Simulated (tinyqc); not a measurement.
# MOS capacitor on an n-type substrate, surface potential from the exact charge relation, step by step

Numbers from tinyqc (`OMP_NUM_THREADS=1 python tinyqc.py 2060020 2060021 out.jsonl`; about 0.01 s on one thread of a shared Intel Xeon 2.30GHz). Printed values are rounded.

Uniform n-type substrate, Boltzmann statistics, full ionisation, classical densities. psi is the surface potential against the body (positive when the bands bend down) and u = -psi/Vt. Traps are spread evenly over the gap and neutral at flat band, so their charge is -q Dit psi; the minority quasi-Fermi level is shifted by Vb.

Inputs (values chosen for the exercise); band and dielectric values close to those of gallium nitride:

| symbol | value | unit | meaning |
|---|---|---|---|
| T | 300 | K | temperature |
| Eg | 3.42 | eV | band gap |
| eps_r | 9.67 |  | relative permittivity |
| Nc | 2.31e18 | cm^-3 | conduction-band density of states at T |
| Nv | 4.68e19 | cm^-3 | valence-band density of states at T |
| chi | 4.15 | eV | electron affinity |
| N | 4e15 | cm^-3 | donor density of the substrate |
| eox | 3.9 |  | relative permittivity of the gate insulator (close to silicon dioxide) |
| tox | 1.9 | nm | insulator thickness |
| phiM | 4.95 | eV | gate work function |
| Nf | 0 | cm^-2 | fixed charge at the interface, in units of q |
| Dit | 0 | cm^-2 eV^-1 | density of interface traps |
| Vb | 0 | V | reverse bias of the inversion layer against the body |
| Vg | 1.39 | V | gate voltage against the body |

Constants: q = 1.602176634e-19 C, kB = 1.380649e-23 J/K, Vt = kB T/q, eps0 = 8.8541878128e-14 F/cm where lengths are in cm. Results are converted to the units shown.

Range of the model: At this gate voltage the surface density exceeds 0.3 of the band density of states, so degeneracy and confinement would lower the charge and capacitance.

## Flat band, threshold and scales

ni = sqrt(Nc Nv) exp(-Eg/(2 Vt)), Eg in volts; phiF = Vt ln(N/ni); Cox = eps0 eox/tox; Vfb = phiM - chi - Vt ln(Nc/N) - q Nf/Cox; Q0 = sqrt(2 eps0 eps_r q N Vt); r = (ni/N)^2 exp(-Vb/Vt); VT = Vfb - [(2 phiF + Vb)(1 + q Dit/Cox) + sqrt(2 eps0 eps_r q N (2 phiF + Vb))/Cox].

ni = 1.95071e-10 cm^-3
phiF = 1.50673 V
Cox = 1.81744 uF/cm^2
Vfb = 0.635615 V
Q0 = 5.32641 nC/cm^2
r = 2.37830e-51
VT = -2.40948 V

## Starting value

psi = -Vt (just off flat band).

psi at the start = -0.0258520 V

## Iteration 1: Newton step for the surface potential

u = -psi/Vt; F^2 = exp(-u) + u - 1 + r (exp(u) - u - 1); Qs = +sign(u) Q0 F; Cs = -dQs/dpsi = (Q0/Vt) |1 - exp(-u) + r (exp(u) - 1)|/(2 F). f = Vfb + psi + (q Dit psi - Qs)/Cox - Vg, f' = 1 + (Cs + q Dit)/Cox, psi(new) = psi - f/f'.

u = 1
F = 0.606531
Qs = 3.23063 nC/cm^2
Cs = 0.107364 uF/cm^2
f = -0.782015 V
f' = 1.05907
psi after iteration 1 = 0.712543 V

## Iteration 2: Newton step for the surface potential

As before.

u = -27.5624
F = 9.66265e5
Qs = -5.14672e6 nC/cm^2
Cs = 99542.1 uF/cm^2
f = 2831.81 V
f' = 54771.5
psi after iteration 2 = 0.660841 V

This iterate lies far beyond the solution, so its charge is not a physical one.

## Course of the Newton iteration

Stop when the step is below 1e-10 V, or after 60 iterations.

Course of the iteration:
```
iteration	psi before the step (V)	f (V)	step (V)
1	-0.0258520	-0.782	0.738
2	0.712543	2830	-0.0517
3	0.660841	1040	-0.0517
4	0.609144	383	-0.0517
5	0.557466	141	-0.0516
6	0.505853	51.7	-0.0514
7	0.454448	18.9	-0.0508
8	0.403686	6.86	-0.0488
9	0.354848	2.40	-0.0435
10	0.311319	0.765	-0.0314
11	0.279931	0.184	-0.0134
12	0.266561	0.0202	-1.87e-3
13	0.264693	3.27e-4	-3.12e-5
14	0.264662	8.94e-8	-8.54e-9
15	0.264662	< 1e-13	< 1e-13
```

Converged in 15 iterations. In 6 iterations the step is within 3 % of 2 Vt = 51.7 mV: there Qs grows as exp(|u|/2), and a Newton step on such an exponential moves psi by 2 Vt whatever the distance left.

## Charges, field and capacitances at the solution

converged psi = 0.264662 V

u = -psi/Vt; F^2 = exp(-u) + u - 1 + r (exp(u) - u - 1); Qs = +sign(u) Q0 F; Cs = -dQs/dpsi = (Q0/Vt) |1 - exp(-u) + r (exp(u) - 1)|/(2 F). Low frequency: 1/C_LF = 1/Cox + 1/(Cs + q Dit). High frequency, in the simple estimate in which traps and minority carriers do not follow: 1/C_HF = 1/Cox + 1/Cd, Cd being Cs with r = 0 at the same psi. Minority sheet density N_inv = (Q0/(2 q)) int_0^u r (exp(t) - 1)/F(t) dt for u > 0. Oxide field |Qs - q Dit psi + q Nf|/(eps0 eox).

Qs = -890.042 nC/cm^2
N_inv = 0 cm^-2
oxide field = 2.57749 MV/cm
Cs = 17.2205 uF/cm^2
C_LF/Cox = 0.904536
C_HF/Cox = 0.904536

The surface is in accumulation (borders at |psi| = 0, phiF + Vb and 2 phiF + Vb = 3.01 V).
